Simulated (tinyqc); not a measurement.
Six-band hole subbands of a thin body in a field, step by step. Values are carried at full precision from step to step, so a last printed digit may differ when a step is redone from the rounded ones.

Constants: hbar^2/2m0 = 3.80998211 eV angstrom^2.

Inputs chosen for the exercise (near those of a p-type Si channel; shifted at random, so the results belong to these values and not to a real crystal):
- S = (7.63, -2.12, 12.84) 1/TPa (compliances s11, s12, s44)
- sx = 1 GPa (stress along the channel [1-10], negative in compression)
- b = -2.1 eV (tetragonal potential)
- d = -4.84 eV (trigonal potential)
- g1 = 4.29 (Luttinger gamma1)
- g2 = 0.34 (gamma2)
- g3 = 1.45 (gamma3)
- face = 001 (surface)
- Dso = 0.043 eV (spin-orbit splitting)
- t = 65 angstrom (body thickness)
- F = 0.5 MV/cm (field across the body)
- kmax = 0.08 1/angstrom (end of the path)

## Strain and its block

exx = eyy = (s11 + s12) sx/2, ezz = s12 sx, exy = -s44 sx/4 (1 GPa/TPa = 1e-3). With e0 the traceless part, B_XX = 2b e0xx - b (e0yy + e0zz) and B_XY = sqrt(3) d exy.

strain:
```
,x,y,z
x,0.002755,-0.003210,0
y,-0.003210,0.002755,0
z,0,0,-0.002120
```

B (eV):
```
,X,Y,Z
X,-0.01024,0.02691,0
Y,0.02691,-0.01024,0
Z,0,0,0.02048
```

## Confinement masses without spin-orbit coupling

C(n n^T)/c has C_XX = (g1 + 4 g2) nx^2 + (g1 - 2 g2)(ny^2 + nz^2) and C_XY = 6 g3 nx ny, n the unit normal; its eigenvalues are the inverse masses along n.

C(n n^T)/c:
```
,X,Y,Z
X,3.6100,0,0
Y,0,3.6100,0
Z,0,0,5.6500
```

masses (m0): 0.2770  0.2770  0.1770

## The matrix for one sine at q = 0

Basis X, Y, Z times spin, hole energies counted downwards from the unstrained edge (the hydrostatic shift is left out), c = hbar^2/2m0. For a symmetric tensor T let C(T) have C_XX = L Txx + M (Tyy + Tzz), C_XY = N Txy (cyclic), L = c (g1 + 4 g2), M = c (g1 - 2 g2), N = 6 c g3. k = q + kz n, n the unit normal, q = k1 u + k2 v with u along the channel [1-10] and v = n x u. H = C(k k^T) + (Dso/3)(1 - L.sigma) - B + e F z with (L_k)_ij = -i epsilon_kij; B is the block C built from the traceless strain with 2b, -b and sqrt(3) d in place of L, M, N. Strain: exx = eyy = (s11 + s12) sx/2, ezz = s12 sx, exy = -s44 sx/4. Hard walls at z = 0 and t; basis sin(j pi z/t), j = 1 to Nz: kz^2 = (j pi/t)^2, kz = -i D with D_jl = 4 j l/(t (j^2 - l^2)), z_jj = t/2 and z_jl = -8 t j l/(pi (j^2 - l^2))^2 for j + l odd; 1 MV/cm = 0.01 eV/angstrom.

Nz = 1, in meV.

H (meV):
```
,X+,Y+,Z+,X-,Y-,Z-
X+,219.20,-26.91+14.33i,0,0,0,-14.33
Y+,-26.91-14.33i,219.20,0,0,0,14.33i
Z+,0,0,206.64,14.33,-14.33i,0
X-,0,0,14.33,219.20,-26.91-14.33i,0
Y-,0,0,14.33i,-26.91+14.33i,219.20,0
Z-,-14.33,-14.33i,0,0,0,206.64
```

## Its levels

Diagonalise; the levels come in pairs. Give each pair and its weights on X, Y, Z, summed over spin and averaged over the pair.

levels (meV): 183.01  206.02  256.01

weights:
```
,pair 1,pair 2,pair 3
X,0.387,0.171,0.442
Y,0.387,0.171,0.442
Z,0.226,0.657,0.117
```

## More sines

The four lowest pairs at q = 0.

Hole energies (meV):
```
Nz,pair 1,pair 2,pair 3,pair 4
1,183.01,206.02,256.01,-
2,156.80,183.59,229.27,311.01
4,154.12,181.94,226.51,289.62
8,154.09,181.92,226.49,289.50
16,154.09,181.92,226.49,289.50
```

One sine is 28.92 meV off in the top subband, since the field mixes the sines. The second pair lies 27.8 meV deeper.

## Dispersion of the top subband

Nz = 14; the two lowest levels (spin-split where the field breaks inversion), in meV from their value at q = 0.

Energies (meV):
```
|q| (1/angstrom),u a,u b,v a,v b,[100] a,[100] b
0.020,0.14,0.89,4.24,9.92,1.98,5.77
0.040,1.75,2.75,14.56,21.67,9.07,17.99
0.060,5.17,5.93,24.53,26.77,17.04,23.69
0.080,9.91,10.28,39.50,40.21,25.58,29.01
```

From the mean of each pair in the first row, c q^2/E gives 2.96 m0 along u, 0.22 m0 along v and 0.39 m0 along [100]. The largest distance between a and b in the table is 8.93 meV. These masses hold for the first row only: the band bends further out.

## Checks

- Top level at q = 0 on (001) without field and stress against c (g1 - 2 g2)(pi/t)^2, eV: both 0.03213.
- Hermiticity, and E(q) against E(-q): they agree to 1e-10 or better.

(tinyqc, `OMP_NUM_THREADS=1 python tinyqc.py 1280384 1280385 out.jsonl`, Intel(R) Xeon(R) Processor @ 2.30GHz, 1 thread, shared host, about 0.5 s.)
